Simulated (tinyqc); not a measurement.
Length of a polyene: Hueckel, PPP and singles CI along the polyenes. Computed by the program tinyqc. 

All-trans chains of carbon centres 1.40 angstrom apart:

| parameter | value |
|---|---|
| beta (eV), times 1 +/- alternation | -2.350000 |
| alternation | 0.050000 |
| W (eV) | 11.160000 |
| gamma_rr (eV) | 11.150000 |
| repulsion formula | MN |

Hueckel uses the same beta without repulsion; CIS keeps all single excitations and so misses the low, doubly excited 2Ag state. W is the valence ionisation energy of a centre, MN the Mataga-Nishimoto formula, f the oscillator strength.

Gaps and excitations (eV):

| centres | Hueckel gap | PPP orbital gap | bright singlet (CIS) | f | lowest triplet (CIS) |
|---|---|---|---|---|---|
| 2 | 4.9350 | 10.2852 | 7.8349 | 0.6717 | 2.0351 |
| 4 | 3.1840 | 7.9490 | 5.5275 | 1.0625 | 1.2231 |
| 6 | 2.3860 | 6.7738 | 4.4535 | 1.4971 | 0.8624 |
| 8 | 1.9345 | 6.0686 | 3.8199 | 1.9068 | 0.6670 |
| 10 | 1.6453 | 5.6016 | 3.4017 | 2.2904 | 0.5480 |
| 12 | 1.4448 | 5.2726 | 3.1068 | 2.6514 | 0.4696 |

The Hueckel gap tends to 4 x alternation x |beta| = 0.47 eV for long chains. Exchange opens the PPP orbital gap, and the attraction of electron and hole brings the bright state 2.17 eV below it at 12 centres; the triplet lies 2.64 eV lower still.
